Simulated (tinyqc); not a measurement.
Inside a calculation. Method: RHF in the sto-6g basis, for H2, spin multiplicity 1. One step of it, computed by the program tinyqc.

Task: Iteration 2 (converged): orbitals. Diagonalise F' = X^T F X, C = X C', fill 1 alpha and 1 beta electrons from the bottom; D = 2 C_occ C_occ^T. Each column has its largest component positive (the first on a tie).

Fock matrix F (hartree):
```
           1H 1s      2H 1s
1H 1s  -0.334701  -0.565899
2H 1s  -0.565899  -0.334701
```

X:
```
           1H 1s      2H 1s
1H 1s   1.201584  -0.415300
2H 1s  -0.415300   1.201584
```

Give: F' = X^T F X; orbital energies; coefficients C; D after iteration 2.

Result:

F' = X^T F X (hartree):
```
         1        2
1   0.0238  -0.5806
2  -0.5806   0.0238
```

orbital energies (hartree): MO1 -0.5568, MO2 0.6044

coefficients C:
```
          MO1      MO2
1H 1s  0.5560   1.1433
2H 1s  0.5560  -1.1433
```

D after iteration 2:
```
        1H 1s   2H 1s
1H 1s  0.6182  0.6182
2H 1s  0.6182  0.6182
```
